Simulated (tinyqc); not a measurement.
Stretching the bonds: Weaire-Thorpe hybrids on a Bethe lattice: gap and dangling bond of an amorphous tetrahedral solid.

Parameters, chosen for this exercise (out of a larger set: of the size of tabulated hybrid energies for tetrahedral carbon; not measured data): V1 = 2.08 eV (coupling of two hybrids on one atom); V2 = 10.36 eV (coupling of the two hybrids of a bond).

V2 is scaled as (d0/d)^2 and V1 stays. Bound 2 V2 - 4 V1; tree V2 - 2 V1 + sqrt(V2^2 + 4 V1^2 - 2 sqrt3 V1 V2); a negative bound means that a network with rings may have no gap.

Against d/d0:

| d/d0 | V2 (eV) | V2/V1 | bound (eV) | tree (eV) |
|---|---|---|---|---|
| 0.96 | 11.241 | 5.404 | 14.163 | 14.998 |
| 0.98 | 10.787 | 5.186 | 13.254 | 14.107 |
| 1.00 | 10.360 | 4.981 | 12.400 | 13.270 |
| 1.02 | 9.958 | 4.787 | 11.595 | 12.484 |
| 1.04 | 9.578 | 4.605 | 10.837 | 11.746 |
| 1.07 | 9.049 | 4.350 | 9.778 | 10.719 |
| 1.15 | 7.834 | 3.766 | 7.347 | 8.388 |

Give the missing row, d/d0 = 1.10.

Computed row:
```
d/d0  V2 (eV)  V2/V1  bound (eV)  tree (eV)
1.10    8.562  4.116       8.804      9.780
```

The bound falls by 415 meV for each per cent of stretch near d0 and vanishes at d/d0 = 1.578, beyond the table. Weak, stretched bonds therefore put states closest to the edges, one origin of band tails.

(tinyqc, `OMP_NUM_THREADS=1 python tinyqc.py 1451684 1451685 out.jsonl`, Intel(R) Xeon(R) Processor @ 2.30GHz, 1 thread, shared host, about 0.03 s.)
